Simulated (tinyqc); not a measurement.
Free and trapped electrons in a MOS channel with a dense trap tail: one step of the calculation.

p-type body, charge-sheet picture, full ionisation (an idealisation for deep acceptors), Boltzmann statistics for free electrons. e = Ec - EF at the surface. Acceptor-like traps of density D(E) = D0 + De exp(-E/Ew) at depth E below Ec, from 0 to Eu, hold n_t = integral of D(E)/(1 + exp((e - E)/Vt)). psi = Eg - Vt ln(Nv/Na) - e; N_dep = sqrt(2 eps0 eps_r Na (psi - Vt)/q); n_f = sqrt(N_dep^2 + 2 eps0 eps_r Vt Nc exp(-e/Vt)/q) - N_dep; Vg = Vfb + psi + q (N_dep + n_t + n_f)/Cox, Cox = eps0 eox/tox.

Question. Charges and gate voltage. psi, N_dep, n_f and Vg as defined, with the n_t given; free share n_f/(n_f + n_t); apparent mobility mf n_f/(n_f + n_t); gate voltage spent on traps q n_t/Cox.

Values chosen for this exercise; band and dielectric values close to those of gallium nitride: temperature T = 250 K; band gap Eg = 3.42 eV; relative permittivity eps_r = 9.32; conduction-band density of states at T Nc = 1.76e18 cm^-3; valence-band density of states at T Nv = 3.56e19 cm^-3; relative permittivity of the insulator eox = 3.9; insulator thickness tox = 78 nm; acceptor density Na = 2e16 cm^-3; flat-band voltage without trapped charge Vfb = -2.67 V; mobility of free electrons mf = 120 cm^2/(V s); Ec - EF at the surface e = 0.018 eV.

Constants: q = 1.602176634e-19 C, kB = 1.380649e-23 J/K, Vt = kB T/q, eps0 = 8.8541878128e-14 F/cm where lengths are in cm. Results are converted to the units shown.

n_t = 4.5505031e12 cm^-2

Find: psi; N_dep; n_f; Vg; free share; apparent mobility; gate voltage spent on traps.

Answer.

psi = 3.241 V
N_dep = 8.144e11 cm^-2
n_f = 9.808e10 cm^-2
Vg = 20.34 V
free share = 2.110 %
apparent mobility = 2.532 cm^2/(V s)
gate voltage spent on traps = 16.47 V

Program tinyqc, `OMP_NUM_THREADS=1 python tinyqc.py 2222031 2222032 out.jsonl`; Intel Xeon 2.30GHz, shared host, one thread, about 0.03 s.
